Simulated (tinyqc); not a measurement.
MOS capacitor with interface traps: C-V stretch-out, conductance peak and subthreshold swing: one step, computed by the program tinyqc. Command: `OMP_NUM_THREADS=1 python tinyqc.py 3019641 3019642 out.jsonl mostraps walk`. One thread of a shared host (Intel(R) Xeon(R) Processor @ 2.30GHz), about 0.01 s of CPU time with the checks.

Energies at the interface are counted from the valence band. psi > 0 means bending towards depletion, so the surface potential is -psi. Boltzmann statistics, full ionisation, no quantum confinement. Traps are neutral when filled up to E_n, with a sharp (zero-temperature) occupation.

Problem. Capacitances, high-low extraction and swing. C_LF = [1/C_ox + 1/(C_s + C_it)]^-1; C_HF = [1/C_ox + 1/C_s(HF)]^-1; high-low estimate D = [(1/C_LF - 1/C_ox)^-1 - (1/C_HF - 1/C_ox)^-1]/e; stretch-out |dV_G/d psi| = 1 + (C_s + C_it)/C_ox; swing factor at this bending (the subthreshold swing when psi lies between phi_B and 2 phi_B) S = ln(10) (k_B T/e)(1 + (C_s(HF) + C_it)/C_ox).

Inputs (values chosen for the exercise, for a model semiconductor): gap E_g = 1.24 eV; band bending towards depletion psi = 0.49 V; temperature T = 200 K.

Substrate: n-type. Trap spectrum: U-shaped.

C_ox = 0.6279915 microF/cm^2

C_s = 0.2916643 microF/cm^2

C_it = 0.01767615 microF/cm^2

C_s at high frequency = 0.2916643 microF/cm^2

k_B T = 0.01723467 eV

Constants: e = 1.602176634e-19 C.

Give: C_LF; C_HF; high-low estimate of D; stretch-out; swing factor S.

Solution.

C_LF = 0.2073 microF/cm^2

C_HF = 0.1992 microF/cm^2

high-low estimate of D = 1.103e+11 cm^-2 eV^-1

stretch-out = 1.493

swing factor S = 59.23 mV/decade

Caution: traps deeper than about 24 k_B T and minority carriers reach equilibrium slowly or not at all, so the charges here are limits for very slow sweeps.
